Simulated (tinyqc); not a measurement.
Thermal stress, cracking, delamination and buckling of a thin film; Griffith cracks and misfitting inclusions. Inputs raised by 2 %, one at a time. Computed by tinyqc, a small Python program. Command: `OMP_NUM_THREADS=1 python tinyqc.py 3030041 3030042 out.jsonl filmcrack sens`. One thread of a shared host (Intel(R) Xeon(R) Processor @ 2.30GHz), about 0.04 s of CPU time with the checks.

Isotropic linear elasticity; the substrate is much thicker than the film; stress is positive in tension.

Inputs (values chosen for the exercise, modelled on a copper film on silicon): film Young's modulus E = 121 GPa; film Poisson ratio nu = 0.35; film expansion alpha_f = 17.3 1e-6/K; substrate expansion alpha_s = 3.5 1e-6/K; deposition temperature T_d = 400 K; final temperature T = 300 K; intrinsic stress = 97 MPa; film thickness h = 0.43 micrometre; substrate Young's modulus E_s = 138 GPa; substrate Poisson ratio nu_s = 0.23; flaw half length a = 1.2 micrometre; substrate surface energy gamma_s = 1.9 J/m^2; inclusion radius R = 0.085 micrometre.

Inclusion: sphere.

Method:
- Thermal strain = (alpha_f - alpha_s)(T_d - T); stress = E/(1 - nu) x strain + intrinsic stress; plane-strain modulus Ebar = E/(1 - nu^2); G0 = stress^2 h/(2 Ebar) is the energy freed per area when a long strip loses its stress across its width.
- Through crack of length 2a in plane strain: K_Ic = sqrt(2 gamma_s E_s/(1 - nu_s^2)); fracture stress = K_Ic/sqrt(pi a). An edge crack of depth a has K larger by 1.1215.
- Film material fills a sphere of radius R in the substrate, with the misfit e = thermal strain (it wants to shrink if e > 0). Radial stress at the wall s0 = e/[(1 - 2 nu)/E + (1 + nu_s)/(2 E_s)]; inside it is uniform and hydrostatic; outside s_rr = s0 (R/r)^3, s_tt = -s_rr/2. Keep-out radius: where |s_rr| falls to 10 MPa (R if it is lower at the wall).

Runs:
```
input moved                           from      to  film stress (MPa)  G0 (J/m^2)  fracture stress, inner crack (MPa)  keep-out radius (micrometre)
base run                                 -       -              353.9      0.1953                               383.2                        0.2303
film expansion alpha_f (1e-6/K)       17.3  17.646              360.3      0.2024                               383.2                        0.2322
deposition temperature T_d (K)         400     408              374.4      0.2186                               383.2                        0.2363
intrinsic stress (MPa)                  97   98.94              355.8      0.1974                               383.2                        0.2303
film thickness h (micrometre)         0.43  0.4386              353.9      0.1992                               383.2                        0.2303
substrate Young's modulus E_s (GPa)    138  140.76              353.9      0.1953                               387.1                        0.2313
flaw half length a (micrometre)        1.2   1.224              353.9      0.1953                               379.5                        0.2303
inclusion radius R (micrometre)      0.085  0.0867              353.9      0.1953                               383.2                        0.2349
```

Exponents ln(y'/y) / ln(x'/x):
```
input                          film stress     G0  fracture stress, inner crack  keep-out radius
film expansion alpha_f               0.911  1.822                           0.0            0.417
deposition temperature T_d           2.851  5.701                           0.0            1.295
intrinsic stress                     0.276  0.552                           0.0            0.000
film thickness h                     0.000  1.000                           0.0            0.000
substrate Young's modulus E_s        0.000  0.000                           0.5            0.213
flaw half length a                   0.000  0.000                          -0.5            0.000
inclusion radius R                   0.000  0.000                           0.0            1.000
```

To which inputs is each result most sensitive?

Among the inputs moved here: film stress answers most in size to deposition temperature T_d (exponent +2.851), next to film expansion alpha_f (+0.911); its exponent is below 0.0005 for film thickness h, substrate Young's modulus E_s, flaw half length a, inclusion radius R. G0 answers most in size to deposition temperature T_d (exponent +5.701), next to film expansion alpha_f (+1.822); its exponent is below 0.0005 for substrate Young's modulus E_s, flaw half length a, inclusion radius R. Its exponent +1.000 in film thickness h: stored energy per area. Fracture stress, inner crack answers most in size to flaw half length a (exponent -0.500), and about equally to substrate Young's modulus E_s (+0.500); its exponent is below 0.0005 for film expansion alpha_f, deposition temperature T_d, intrinsic stress, film thickness h, inclusion radius R. Its exponent -0.500 in flaw half length a: Griffith's law. Keep-out radius answers most in size to deposition temperature T_d (exponent +1.295), next to inclusion radius R (+1.000); its exponent is below 0.0005 for intrinsic stress, film thickness h, flaw half length a. Its exponent +1.000 in inclusion radius R: the field scales with r/R.
